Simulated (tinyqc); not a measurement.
# Conduction-band offset of an n-N heterojunction from carrier-profile moments: what changes with what

Layer 1 (x < 0) accumulates electrons and layer 2 (x > 0) is depleted. Boltzmann statistics. The bands bend down by V1 in layer 1 and up by V2 in layer 2, with V1 + V2 = VD = dE + Vt ln[(N2/Nc2)/(N1/Nc1)].

Inputs (values chosen for the exercise); values of the order of III-V alloys:
```
symbol   value   unit                                      meaning
T          200      K                                  temperature
eps_r       12                relative permittivity of both layers
Nc1     2.4e17  cm^-3  density of states of the narrow-gap layer 1
Nc2     7.8e17  cm^-3    density of states of the wide-gap layer 2
dE        0.26     eV                       conduction-band offset
N1      6.5e15  cm^-3                     donor density in layer 1
N2      1.1e16  cm^-3                     donor density in layer 2
si           0  cm^-2                fixed charge at the interface
```

Constants: q = 1.602176634e-19 C, kB = 1.380649e-23 J/K, Vt = kB T/q, eps0 = 8.8541878128e-14 F/cm where lengths are in cm. Results are converted to the units shown.

Each table varies one quantity; the others keep the values above.

## Effect of the doping of the wide-gap layer

Sheet densities from the first integral: Q1 = sqrt((2 eps0 eps_r Vt N1/q)(exp(u1) - u1 - 1)) extra electrons, Q2 = sqrt((2 eps0 eps_r Vt N2/q)(exp(-u2) + u2 - 1)) missing ones, u = V/Vt; neutrality Q1 = Q2 + si.

Effect of the doping of the wide-gap layer:
```
N2 (cm^-3)	VD (V)	V1 (V)	Q1 (cm^-2)	n(0-)/Nc1
1.8e15	0.2176	0.02920	6.392e10	0.1474
3.3e15	0.2280	0.03636	8.737e10	0.2234
6e15	0.2383	0.04426	1.186e11	0.3531
1.1e16	0.2488	0.05296	1.614e11	0.5852
2e16	0.2591	0.06209	2.184e11	0.9937
3.6e16	0.2692	0.07145	2.936e11	1.710
6.5e16	0.2794	0.08113	3.950e11	2.999
1.2e17	0.2899	0.09136	5.372e11	5.432
```

What does the table show?

Q1 rises from 6.39e10 to 5.37e11 cm^-2, as N2^(0.51) over the table, while VD grows by Vt ln 10 a decade and the share V1/VD rises from 0.134 to 0.315. For N2 = 1.1e16, 2e16, 3.6e16, 6.5e16, 1.2e17 n(0-) nears or passes Nc1, where degeneracy and quantisation lower Q1.

## An error in the interface position

A C-V profile smears n(x) but keeps its zeroth and first moments: si = -int (N - n) dx, VD = (q/(eps0 eps_r)) int (N - n) x dx, dE = VD - Vt ln[(N2/Nc2)/(N1/Nc1)]. With the step of N placed at xi and the moment taken about xi, VD changes by (q/(eps0 eps_r)) [si xi + (N2 - N1) xi^2/2] and si by (N2 - N1) xi.

An error in the interface position:
```
xi (nm)	error of si (cm^-2)	error of dE (meV)
-30	-1.3500e10	3.0536
-22.5	-1.0125e10	1.7176
-15	-6.7500e9	0.76339
-7.5	-3.3750e9	0.19085
0	0	0
7.5	3.3750e9	0.19085
15	6.7500e9	0.76339
22.5	1.0125e10	1.7176
30	1.3500e10	3.0536
```

Among the rows the error of dE lies between 0 and 3.05 meV, quadratic in xi, since without interface charge the first-order term vanishes; the error of si is linear, 4.50e8 cm^-2 a nanometre.

Numbers from tinyqc (`OMP_NUM_THREADS=1 python tinyqc.py 2410020 2410021 out.jsonl`; about 0.07 s on one thread of a shared Intel Xeon 2.30GHz).
